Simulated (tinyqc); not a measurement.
# Current crowding under a contact, resistor ladder against the transmission-line model, step by step

Program tinyqc, `OMP_NUM_THREADS=1 python tinyqc.py 2760074 2760075 out.jsonl`; Intel Xeon 2.30GHz, shared host, one thread, about 0.01 s. Printed values are rounded.

A metal contact of length d and width W on a thin layer of the same width. The metal has no resistance, the sheet resistance under it equals Rsh, and current enters the layer at the front edge x = 0.

Parameters, values chosen for the exercise:
```
symbol,value,unit,meaning
Rsh,120,ohm/sq,sheet resistance of the semiconductor layer
rc,9.5e-9,ohm cm^2,specific contact resistivity
d,0.25,um,contact length
W,0.87,um,contact width
n,7,,cells
I,0.5,mA,current
```

## Conductances of the ladder

Cut the contact into n cells of length hc = d/n. Neighbouring cell centres are joined by a = W/(Rsh hc), each centre joins the metal (0 V) by g = W hc/rc, and I enters cell 1 through half a cell: -a v_(i-1) + b_i v_i - a v_(i+1) = I for i = 1 and 0 otherwise, b_i = g + 2 a (g + a at both ends). Rc = v_1/I + 1/(2 a).

a = 0.203 S
g = 0.0327068 S

```
cell,b_i (S)
1,0.235707
2,0.438707
3,0.438707
4,0.438707
5,0.438707
6,0.438707
7,0.235707
```

## Voltages and the share of the current

Cut the contact into n cells of length hc = d/n. Neighbouring cell centres are joined by a = W/(Rsh hc), each centre joins the metal (0 V) by g = W hc/rc, and I enters cell 1 through half a cell: -a v_(i-1) + b_i v_i - a v_(i+1) = I for i = 1 and 0 otherwise, b_i = g + 2 a (g + a at both ends). Rc = v_1/I + 1/(2 a). Cell i passes g v_i to the metal.

```
cell,v_i (mV),share of the current (%)
1,5.07437,33.1933
2,3.42888,22.4295
3,2.33585,15.2796
4,1.61916,10.5915
5,1.16335,7.6099
6,0.89497,5.8543
7,0.77078,5.0419
```

Rc of the ladder = 12.6118 ohm

The first cell passes 33.2 % of the current and the last 5.04 %; an even spread would give 14.3 % each.

## The transmission-line result

Transfer length Lt = sqrt(rc/Rsh); front resistance Rc = (Rsh Lt/W) coth(d/Lt); end resistance Re = (Rsh Lt/W)/sinh(d/Lt). v(x) = I (Rsh Lt/W) cosh((d - x)/Lt)/sinh(d/Lt) at the cell centres x = (i - 1/2) d/n.

Lt = 0.0889757 um
Rc = 12.3618 ohm
Re = 1.48347 ohm

```
cell,v(x) (mV)
1,5.06601
2,3.41362
3,2.31866
4,1.60231
5,1.14760
6,0.88029
7,0.75672
```

The ladder's Rc is 2.0 % above this value, with cells 0.40 Lt long.
